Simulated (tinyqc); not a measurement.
Length of a polyene: Hueckel, PPP and singles CI along the polyenes. Computed by the program tinyqc. Hueckel uses the same beta without repulsion; CIS keeps all single excitations and so misses the low, doubly excited 2Ag state. W is the valence ionisation energy of a centre, MN the Mataga-Nishimoto formula, f the oscillator strength.

All-trans chains of carbon centres 1.40 angstrom apart:

| parameter | value |
|---|---|
| beta (eV), times 1 +/- alternation | -2.260000 |
| alternation | 0.050000 |
| W (eV) | 11.160000 |
| gamma_rr (eV) | 11.350000 |
| repulsion formula | Ohno |

Gaps and excitations (eV):

| centres | Hueckel gap | PPP orbital gap | bright singlet (CIS) | f | lowest triplet (CIS) |
|---|---|---|---|---|---|
| 2 | 4.746 | 12.368 | 6.610 | 0.567 | 2.882 |
| 4 | 3.062 | 9.856 | 5.176 | 1.053 | 1.987 |
| 8 | 1.860 | 7.824 | 3.779 | 1.834 | 1.335 |
| 10 | 1.582 | 7.331 | 3.403 | 2.162 | 1.198 |

Estimate the missing row, centres = 6.

Computed row:
```
centres  Hueckel gap  PPP orbital gap  bright singlet (CIS)      f  lowest triplet (CIS)
6              2.295            8.582                 4.326  1.469                 1.564
```

The Hueckel gap tends to 4 x alternation x |beta| = 0.45 eV for long chains. Exchange opens the PPP orbital gap, and the attraction of electron and hole brings the bright state 3.93 eV below it at 10 centres; the triplet lies 2.21 eV lower still.
